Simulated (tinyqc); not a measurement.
# Depth and level of a trap from the time ratio

Question. For an oxide trap tc/te = exp(E/Vt) with E = E0 - dpsi - (xt/tox)(Vg - VT - dpsi), dpsi being the rise of the surface potential above its value at threshold. Find xt and E0, and the depth that would be read if dpsi were ignored.

Inputs (values chosen for the exercise): temperature T = 200 K; insulator thickness tox = 1.2 nm.

Constants: q = 1.602176634e-19 C, kB = 1.380649e-23 J/K, Vt = kB T/q. Results are converted to the units shown.

Vg - VT (V): [0.32, 0.47]
tc/te: [1.6828834, 0.34053275]
dpsi (V): [0.053237911, 0.060562261]

Solution. E + dpsi is a straight line in the oxide voltage Vg - VT - dpsi with slope -xt/tox and intercept E0. Ignoring dpsi assigns the motion of the bands to the trap and overstates its depth.

xt = 0.170 nm
E0 = 0.100 eV
depth read without dpsi = 0.220 nm

Program tinyqc, `OMP_NUM_THREADS=1 python tinyqc.py 2710101 2710102 out.jsonl`; Intel Xeon 2.30GHz, shared host, one thread, about 0.01 s.
